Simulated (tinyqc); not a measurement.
# Thickness from the transmission

Inverse problem. A dielectric of barrier phi1 and mass m1 carries the voltage V, so U = phi1 - V x/t1. At E = 0 the WKB exponent is S = (4 t1/(3 V)) sqrt(m1/C) [phi1^1.5 - max(phi1 - V, 0)^1.5], C = hbar^2/(2 m0), and T = exp(-S). Find S, t1 and the field.

Values chosen for this exercise: barrier of layer 1 above the emitter Fermi level at zero bias phi1 = 3.2 eV; tunnelling mass of layer 1 m1 = 0.49 m0; voltage across the dielectric V = 4.7 V.

Constants: q = 1.602176634e-19 C, hbar = 1.054571817e-34 J s, m0 = 9.1093837015e-31 kg, hbar^2/(2 m0) = 0.0380998212 eV nm^2. Results are converted to the units shown.

T at E = 0 = 7.8488395e-10

Answer. At fixed V the exponent is proportional to t1.

S = 20.97
t1 = 3.600 nm
field = 13.06 MV/cm

tinyqc, about 0.03 s, one thread, Intel Xeon 2.30GHz (shared host): `OMP_NUM_THREADS=1 python tinyqc.py 2540041 2540042 out.jsonl`
